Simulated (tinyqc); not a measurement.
Electron continuity equation in a given potential, Scharfetter-Gummel discretisation: two steps of the calculation.

Steady state in one dimension: J = q mu n E + q D dn/dx with E = -dpsi/dx and D = mu Vt, dJ/dx = 0, fixed densities nL and nR at the ends. The potential is given, psi = U x/L, and is not changed by the electrons.

Inputs (values chosen for the exercise); mobility close to that of indium arsenide at room temperature: temperature T = 293 K; electron mobility mu = 29600 cm^2/(V s); length of the region L = 10 um; density at x = 0 nL = 1.4e14 cm^-3; density at x = L nR = 0 cm^-3.

Constants: q = 1.602176634e-19 C, kB = 1.380649e-23 J/K, Vt = kB T/q. Results are converted to the units shown.

Problem 1. Bernoulli factors. d_i = (psi_(i+1) - psi_i)/Vt; B(d) = d/(exp(d) - 1), B(0) = 1. The flux on interval i is J_i = (q D/h) [n_(i+1) B(d_i) - n_i B(-d_i)].

psi, node 0 to 9 (V): 0.00000000  0.02000000  0.04000000  0.06000000  0.08000000  0.10000000  0.12000000  0.14000000  0.16000000  0.18000000

Find: d_i; B(d_i); B(-d_i).

Solution 1.

```
interval      d_i   B(d_i)  B(-d_i)
0         0.79212  0.65569   1.4478
1         0.79212  0.65569   1.4478
2         0.79212  0.65569   1.4478
3         0.79212  0.65569   1.4478
4         0.79212  0.65569   1.4478
5         0.79212  0.65569   1.4478
6         0.79212  0.65569   1.4478
7         0.79212  0.65569   1.4478
8         0.79212  0.65569   1.4478
```

The largest |d_i| is 0.792, below 2, so central differences would also keep densities positive.

Problem 2. Tridiagonal system for the inner nodes. Row i (1 to 8): B(-d_(i-1)) n_(i-1) + b_i n_i + B(d_i) n_(i+1) = f_i with b_i = -B(-d_i) - B(d_(i-1)) and f_i = 0; the known end values are moved to the right: f_1 loses B(-d_0) nL and f_8 loses B(d_8) nR. h = L/9, D = mu Vt.

```
interval      B(d_i)    B(-d_i)
0         0.65569009  1.4478074
1         0.65569009  1.4478074
2         0.65569009  1.4478074
3         0.65569009  1.4478074
4         0.65569009  1.4478074
5         0.65569009  1.4478074
6         0.65569009  1.4478074
7         0.65569009  1.4478074
8         0.65569009  1.4478074
```

Find: diagonal b; right side f.

Solution 2.

```
node  diagonal b  right side f (cm^-3)
1        -2.1035            -2.0269e14
2        -2.1035                     0
3        -2.1035                     0
4        -2.1035                     0
5        -2.1035                     0
6        -2.1035                     0
7        -2.1035                     0
8        -2.1035                     0
```

Computed by the program tinyqc: `OMP_NUM_THREADS=1 python tinyqc.py 2220119 2220120 out.jsonl`, one thread of a shared Intel Xeon 2.30GHz, about 0.01 s for the whole run.
